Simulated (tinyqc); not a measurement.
Starting guesses with DIIS over 6 matrices: SCF starting guesses in the 6-31g basis, for H4, spin multiplicity 1. Computed by the program tinyqc with PySCF. Command: `OMP_NUM_THREADS=1 python tinyqc.py 114558 114559 out.jsonl`; one thread of a shared host (Intel(R) Xeon(R) Processor @ 2.60GHz), about 0.5 s.

Geometry (angstrom):
```
atom       x       y       z
H     0.0000  0.0000  0.0000
H     0.0000  0.0000  0.7980
H     0.0000  0.0000  1.6360
H     0.0000  0.0000  2.4340
```

lowest restricted solution found by these runs and by PySCF = -2.177002 hartree

RHF with one setting changed at a time; a run stops when the energy changes by less than 1e-09 hartree and the error matrix is below 1e-5. Starts: the lowest orbitals of the core Hamiltonian, of the Wolfsberg-Helmholz matrix (K = 1.75), projected atomic densities, random orbitals, and the highest orbitals of the core Hamiltonian (a deliberately bad start).

Largest element of the error matrix X^T (FDS - SDF) X:
```
iteration     core  Wolfsberg-Helmholz  atomic densities   random  highest core orbitals
1          3.9e-01             2.0e-01           1.7e-01  7.6e-01                2.2e-01
2          2.9e-02             3.7e-02           4.0e-02  3.2e-01                1.7e-01
3          4.5e-03             4.0e-03           5.0e-03  7.3e-02                4.0e-02
4          2.1e-04             4.9e-04           1.7e-03  1.8e-02                6.0e-03
5          2.1e-05             3.2e-05           2.3e-04  3.1e-03                3.6e-04
6          1.6e-06             1.6e-06           5.0e-06  2.5e-04                5.4e-05
8                -                   -                 -  2.3e-06                3.8e-07
```

How each run ends:
```
run                    iterations  E (hartree)         state
core                            7    -2.177002  lowest found
Wolfsberg-Helmholz              7    -2.177002  lowest found
atomic densities                7    -2.177002  lowest found
random                          9    -2.177002  lowest found
highest core orbitals           8    -2.177002  lowest found
```

5 of 5 runs reach the lowest restricted solution found, in 7 to 9 iterations (fastest: core, Wolfsberg-Helmholz, atomic densities). The first errors are 4e-01, 2e-01, 2e-01, 8e-01, 2e-01.
